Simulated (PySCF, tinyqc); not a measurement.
Starting guesses with plain Roothaan steps: SCF starting guesses in the 3-21g basis, for H2, spin multiplicity 1. Computed by the program tinyqc with PySCF. RHF with one setting changed at a time; a run stops when the energy changes by less than 1e-09 hartree and the error matrix is below 1e-5. Starts: the lowest orbitals of the core Hamiltonian, of the Wolfsberg-Helmholz matrix (K = 1.75), projected atomic densities, random orbitals, and the highest orbitals of the core Hamiltonian (a deliberately bad start).

Geometry (angstrom):

| atom | x | y | z |
|---|---|---|---|
| H | 0.0000 | 0.0000 | 0.0000 |
| H | 0.0000 | 0.0000 | 1.4400 |

lowest restricted solution found by these runs and by PySCF = -1.003763 hartree

Largest element of the error matrix X^T (FDS - SDF) X:

| iteration | core | Wolfsberg-Helmholz | atomic densities | random | highest core orbitals |
|---|---|---|---|---|---|
| 1 | 1.0e-01 | 9.6e-02 | 1.5e-01 | 1.2e+00 | 1.1e-01 |
| 2 | 1.6e-02 | 1.5e-02 | 6.6e-04 | 2.1e-01 | 8.1e-02 |
| 3 | 2.5e-03 | 2.4e-03 | 1.0e-04 | 3.7e-02 | 1.3e-02 |
| 4 | 3.9e-04 | 3.8e-04 | 1.6e-05 | 7.4e-03 | 2.0e-03 |
| 5 | 6.1e-05 | 6.0e-05 | 2.6e-06 | 1.6e-03 | 3.2e-04 |
| 6 | 9.6e-06 | 9.5e-06 | - | 3.5e-04 | 5.1e-05 |
| 8 | - | - | - | 1.6e-05 | 1.3e-06 |

How each run ends:

| run | iterations | E (hartree) | state |
|---|---|---|---|
| core | 7 | -1.00376 | lowest found |
| Wolfsberg-Helmholz | 7 | -1.00376 | lowest found |
| atomic densities | 5 | -1.00376 | lowest found |
| random | 9 | -1.00376 | lowest found |
| highest core orbitals | 8 | -1.00376 | lowest found |

What does the comparison show, and why?

5 of 5 runs reach the lowest restricted solution found, in 5 to 9 iterations (fastest: atomic densities). The first errors are 1e-01, 1e-01, 1e-01, 1e+00, 1e-01. The restricted reference is unstable here: a spin-polarised solution lies 0.0160 hartree lower (PySCF), so results built on it describe a poor reference.
